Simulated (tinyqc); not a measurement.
Inside a calculation. Model: decay of LO phonons and the hot-phonon bottleneck in the cooling of electrons. Computed by tinyqc, a small Python program that keeps every step. Command: `OMP_NUM_THREADS=1 python tinyqc.py 3001265 3001266 out.jsonl hotphonon walk`. One thread of a shared host (Intel(R) Xeon(R) Processor @ 2.30GHz), about 0.01 s of CPU time with the checks. Intermediate numbers are printed to about 6 digits and carried at full precision; extremes and crossings named in words are read from the listed rows.

n(E, T) = 1/(exp(E/(k_B T)) - 1) is the Bose occupation. Electrons have a temperature T_e; the LO modes within their reach share one occupation N; the decay products stay at the lattice temperature.

Inputs (values chosen for the exercise, modelled on gallium nitride):

| quantity | value | unit |
|---|---|---|
| LO energy hbar omega | 93.2 | meV |
| lifetime at T = 0, tau_0 | 1.9 | ps |
| share f of the energy in the softer product | 0.25 | - |
| lattice temperature T | 300 | K |
| electron mass m* | 0.206 | m_0 |
| eps_inf | 5.44 | - |
| static dielectric constant eps_s | 9.37 | - |
| electron density n | 2.8e+17 | 1/cm^3 |
| density of LO modes that the electrons reach, N_m | 7.5e+18 | 1/cm^3 |
| power supplied per electron P | 4.1 | nW |
| step factor | 1 | - |

Decay channel: two unequal phonons (Ridley).

Constants: k_B = 8.617333262e-05 eV/K; c = 299792458 m/s; e^2/(4 pi eps_0) = 14.39964548 eV angstrom; hbar^2/(2 m_0) = 3.80998212 eV angstrom^2; hbar = 6.582119569e-16 eV s; e = 1.602176634e-19 C; k_B = 1.380649e-23 J/K.

## Lifetime and Raman width

Decay rate 1/tau = (1/tau_0) [1 + n(f hbar omega) + n((1 - f) hbar omega)]. Full width Gamma = 1/(2 pi c tau) in 1/cm, c in cm/s.

thermal factor tau_0/tau = 1.75539

phonon lifetime tau = 1.08238 ps

Raman width Gamma = 4.90477 1/cm

equilibrium LO occupation N_0 = 0.0279433

Stimulated decay shortens the lifetime by 43 %.

## Spontaneous emission time

Froehlich coupling alpha = (e^2/(4 pi eps_0)) (1/eps_inf - 1/eps_s) k_0/(2 hbar omega), k_0 = sqrt(m* hbar omega/(hbar^2/(2 m_0))); emission time tau_sp = hbar/(2 alpha hbar omega); bottleneck ratio r = (n/N_m) tau/tau_sp.

alpha = 0.422805

emission time tau_sp = 8.35179 fs

bottleneck ratio r = 4.83835

r compares the rate at which electrons exchange quanta with a mode to its decay rate. Exchange outruns decay, so a hot population builds up if the power is high enough.

## Electron and phonon temperatures in closed form

Net emission per electron: [(N + 1) x - N]/tau_sp with x = exp(-hbar omega/(k_B T_e)), a simple two-level balance; steady state of the modes: n [(N + 1) x - N]/tau_sp = N_m (N - N_0)/tau; power per electron P = hbar omega [(N + 1) x - N]/tau_sp. With p = P tau_sp/(hbar omega): N = N_0 + r p and x = (p + N)/(N + 1); without hot phonons N = N_0. The mode temperature T_LO solves n(hbar omega, T_LO) = N.

reduced power p = 0.00229318

LO occupation N = 0.0390385

electron temperature T_e = 335.422 K

T_e without hot phonons = 306.710 K

mode temperature T_LO = 329.587 K

Hot phonons raise T_e by 29 K. T_LO lies between the lattice and the electrons.

## The same balance by iteration

Eliminating N gives P(T_e) = (hbar omega/tau_sp) [(N_0 + 1) x - N_0]/[1 + r (1 - x)]. Newton steps on ln P against ln T_e, times the step factor, each limited to 0.7 in ln T_e and to keeping a fifth of T_e - T; start at 1.5 T; stop when |ln(P/P(T_e))| < 1e-9 or after 40 steps.

Iterations:

| step | T_e (K) | P(T_e) (nW) | ln(P/P(T_e)) |
|---|---|---|---|
| 0 | 450.000 | 21.5144 | -1.65774e+00 |
| 1 | 330.000 | 3.4258 | 1.79638e-01 |
| 2 | 335.048 | 4.0530 | 1.15378e-02 |
| 3 | 335.420 | 4.0998 | 5.05387e-05 |
| 4 | 335.422 | 4.1000 | 9.73954e-10 |

converged (1 yes, 0 no) = 1

T_e from the iteration = 335.422 K

Converged at step 4.

## Energy relaxation with and without hot phonons

P(T_e) = (hbar omega/tau_sp) [(N_0 + 1) x - N_0]/[1 + r (1 - x)], and r = 0 without hot phonons; energy relaxation time tau_E = (3/2) k_B (T_e - T)/P.

Cooling:

| T_e (K) | P, cold phonons (nW) | P, hot phonons (nW) | ratio | tau_E (ps) | N |
|---|---|---|---|---|---|
| 330 | 19.3760 | 3.42585 | 5.65582 | 0.181354 | 0.0372142 |
| 380 | 56.7592 | 10.2133 | 5.55740 | 0.162218 | 0.0555819 |
| 450 | 116.198 | 21.5144 | 5.40093 | 0.144390 | 0.0861645 |
| 600 | 253.059 | 50.2038 | 5.04063 | 0.123754 | 0.163802 |
| 800 | 425.574 | 92.7889 | 4.58647 | 0.111596 | 0.279044 |
| 1100 | 637.597 | 158.279 | 4.02830 | 0.104674 | 0.456270 |
| 1600 | 884.904 | 262.019 | 3.37725 | 0.102751 | 0.737006 |
| 2300 | 1098.44 | 390.200 | 2.81508 | 0.106149 | 1.08388 |

Reabsorption cuts the loss by a factor 5.66 at the lowest T_e and 2.82 at the highest; the factor is 1 + r (1 - x) with r = 4.84. tau_E runs from 0.18 to 0.11 ps, with its shortest value, 0.10 ps, at T_e = 1600 K, against tau_sp = 8.4 fs and a phonon lifetime of 1.1 ps. Pauli blocking is left out, as are upper valleys and non-parabolic bands, which can matter above about 1000 K.

Checks made by the program: iteration against the closed form (relative difference below 1e-10).
